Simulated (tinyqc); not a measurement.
# MOS capacitor on a p-type substrate, surface potential from the exact charge relation: what changes with what

Uniform p-type substrate, Boltzmann statistics, full ionisation, classical densities. psi is the surface potential against the body (positive when the bands bend down) and u = psi/Vt. Traps are spread evenly over the gap and neutral at flat band, so their charge is -q Dit psi; the minority quasi-Fermi level is shifted by Vb.

Values chosen for this exercise; band and dielectric values close to those of silicon: temperature T = 300 K; band gap Eg = 1.11 eV; relative permittivity eps_r = 11.6; conduction-band density of states at T Nc = 2.75e19 cm^-3; valence-band density of states at T Nv = 2.61e19 cm^-3; electron affinity chi = 4.09 eV; acceptor density of the substrate N = 8.9e17 cm^-3; relative permittivity of the gate insulator (close to hafnium oxide) eox = 22.3; insulator thickness tox = 6.9 nm; gate work function phiM = 4.6 eV; fixed charge at the interface, in units of q Nf = -2.1e10 cm^-2; density of interface traps Dit = 0 cm^-2 eV^-1; reverse bias of the inversion layer against the body Vb = 0 V.

Constants: q = 1.602176634e-19 C, kB = 1.380649e-23 J/K, Vt = kB T/q, eps0 = 8.8541878128e-14 F/cm where lengths are in cm. Results are converted to the units shown.

Each table varies one quantity; the others keep the values above.

## Capacitance-voltage curves

ni = sqrt(Nc Nv) exp(-Eg/(2 Vt)), Eg in volts; phiF = Vt ln(N/ni); Cox = eps0 eox/tox; Vfb = phiM - chi - (Eg - Vt ln(Nv/N)) - q Nf/Cox; Q0 = sqrt(2 eps0 eps_r q N Vt); r = (ni/N)^2 exp(-Vb/Vt); VT = Vfb + [(2 phiF + Vb)(1 + q Dit/Cox) + sqrt(2 eps0 eps_r q N (2 phiF + Vb))/Cox]. u = psi/Vt; F^2 = exp(-u) + u - 1 + r (exp(u) - u - 1); Qs = -sign(u) Q0 F; Cs = -dQs/dpsi = (Q0/Vt) |1 - exp(-u) + r (exp(u) - 1)|/(2 F). psi solves Vg = Vfb + psi + (q Dit psi - Qs)/Cox. Low frequency: 1/C_LF = 1/Cox + 1/(Cs + q Dit). High frequency, in the simple estimate in which traps and minority carriers do not follow: 1/C_HF = 1/Cox + 1/Cd, Cd being Cs with r = 0 at the same psi. Deep depletion: r = 0 and Dit = 0 both in the equation for psi and in Cs. Minority sheet density N_inv = (Q0/(2 q)) int_0^u r (exp(t) - 1)/F(t) dt for u > 0. N_inv under 1 cm^-2 is printed as 0. Regimes: accumulation when majority carriers gather, then depletion up to |psi| = phiF + Vb, weak inversion up to 2 phiF + Vb, strong inversion beyond.

Results:
```
Vg (V)    psi (V)  C_LF/Cox  C_HF/Cox  C_deep/Cox  N_inv (cm^-2)            regime
-1.21    -0.15008   0.91523   0.91523     0.91523              0      accumulation
-0.97    -0.12505   0.87028   0.87028     0.87028              0      accumulation
-0.73   -0.082398   0.75317   0.75317     0.75317              0      accumulation
-0.48    0.018039   0.40056   0.40056     0.40056              0         depletion
-0.24     0.19394   0.18734   0.18734     0.18734              0         depletion
0.01      0.40502   0.13313   0.13313     0.13313         95.755         depletion
0.25      0.61617   0.10959   0.10959     0.10959       2.6662e5    weak inversion
0.5       0.84069  0.097109  0.094827    0.094823       1.3322e9    weak inversion
0.74       1.0145   0.63949  0.086849    0.085109      8.8575e11  strong inversion
1.23       1.0900   0.91999  0.083974    0.072010      8.2201e12  strong inversion
1.48       1.1069   0.94214  0.083369    0.067297      1.2376e13  strong inversion
```

Estimate the missing row, Vg = 0.99 V.

Computed row:
```
Vg (V)  psi (V)  C_LF/Cox  C_HF/Cox  C_deep/Cox  N_inv (cm^-2)            regime
0.99     1.0660   0.87200  0.084857    0.077613      4.3775e12  strong inversion
```

With this row back in the table: C_LF/Cox is lowest, 0.0971, at Vg = 0.5 V (weak inversion) among the rows listed and is 0.942 in the last row, where C_HF/Cox is 0.0834 and the deep-depletion value 0.0673. Vfb = -0.511 V, where C_HF/Cox = 0.454 (Cox in series with eps0 eps_r/LD), and VT = 0.605 V. Over the last two rows psi moves by only 0.068 V a volt of gate bias, since the inversion charge screens the body. In strong accumulation and inversion degeneracy and confinement, left out here, lower the capacitance.

## Effect of the relative permittivity of the gate insulator on threshold and swing

ni = sqrt(Nc Nv) exp(-Eg/(2 Vt)), Eg in volts; phiF = Vt ln(N/ni); Cox = eps0 eox/tox; Vfb = phiM - chi - (Eg - Vt ln(Nv/N)) - q Nf/Cox; VT = Vfb + [(2 phiF + Vb)(1 + q Dit/Cox) + sqrt(2 eps0 eps_r q N (2 phiF + Vb))/Cox]. gamma = sqrt(2 eps0 eps_r q N)/Cox; Wm = sqrt(2 eps0 eps_r (2 phiF + Vb)/(q N)); m = 1 + (eps0 eps_r/Wm + q Dit)/Cox; swing m Vt ln 10; Cmin/Cox = 1/(1 + Cox Wm/(eps0 eps_r)).

The same in every row: 2 phiF (V) = 0.9340; Wm (nm) = 36.68.

Effect of the relative permittivity of the gate insulator on threshold and swing:
```
eox  Vfb (V)  gamma (V^0.5)  VT (V)      m  swing (mV/decade)  Cmin/Cox
3.9  -0.5059          1.081   1.473  1.560              92.83    0.3588
5    -0.5074         0.8435   1.242  1.436              85.50    0.3038
7.5  -0.5092         0.5624  0.9683  1.291              76.85    0.2254
9    -0.5097         0.4686  0.8771  1.242              73.96    0.1951
15   -0.5109         0.2812  0.6948  1.145              68.19    0.1270
22   -0.5115         0.1917  0.6078  1.099              65.43   0.09024
30   -0.5118         0.1406  0.5580  1.073              63.86   0.06780
```

As eox goes from 3.9 to 30, VT falls from 1.47 to 0.558 V, the swing falls from 92.8 to 63.9 mV/decade and Cmin/Cox falls from 0.359 to 0.0678. Of the change of VT by -0.915 V, -0.00585 V comes from Vfb and -0.909 V from the band bending and the charge it takes. m - 1 goes as eox^(-1.00), that is as 1/Cox.

## Effect of the insulator thickness on threshold and swing

Same model as above.

The same in every row: 2 phiF (V) = 0.9340; Wm (nm) = 36.68.

Result of one run:
```
tox (nm)  Vfb (V)  gamma (V^0.5)  VT (V)      m  swing (mV/decade)  Cmin/Cox
3.8       -0.5120         0.1042  0.5226  1.054              62.73   0.05113
```

What becomes of these results when the insulator thickness tox is changed from 3.8 to 5.7 nm, all else the same?

Result of the changed run:
```
tox (nm)  Vfb (V)  gamma (V^0.5)  VT (V)      m  swing (mV/decade)  Cmin/Cox
5.7       -0.5117         0.1562  0.5733  1.081              64.34   0.07479
```

The whole series:
```
tox (nm)  Vfb (V)  gamma (V^0.5)  VT (V)      m  swing (mV/decade)  Cmin/Cox
1.7       -0.5124        0.04660  0.4666  1.024              60.96   0.02354
2.6       -0.5122        0.07127  0.4906  1.037              61.72   0.03556
3.8       -0.5120         0.1042  0.5226  1.054              62.73   0.05113
5.7       -0.5117         0.1562  0.5733  1.081              64.34   0.07479
8.4       -0.5112         0.2302  0.6453  1.119              66.62    0.1064
12        -0.5106         0.3289  0.7412  1.170              69.66    0.1454
19        -0.5094         0.5208  0.9279  1.269              75.57    0.2123
28        -0.5079         0.7675   1.168  1.397              83.16    0.2842
```

As tox goes from 1.7 to 28, VT rises from 0.467 to 1.17 V, the swing rises from 61.0 to 83.2 mV/decade and Cmin/Cox rises from 0.0235 to 0.284. Of the change of VT by 0.701 V, 0.00448 V comes from Vfb and 0.697 V from the band bending and the charge it takes. m - 1 goes as tox^(1.00), that is as 1/Cox.

tinyqc, about 0.01 s, one thread, Intel Xeon 2.30GHz (shared host): `OMP_NUM_THREADS=1 python tinyqc.py 2060001 2060002 out.jsonl`
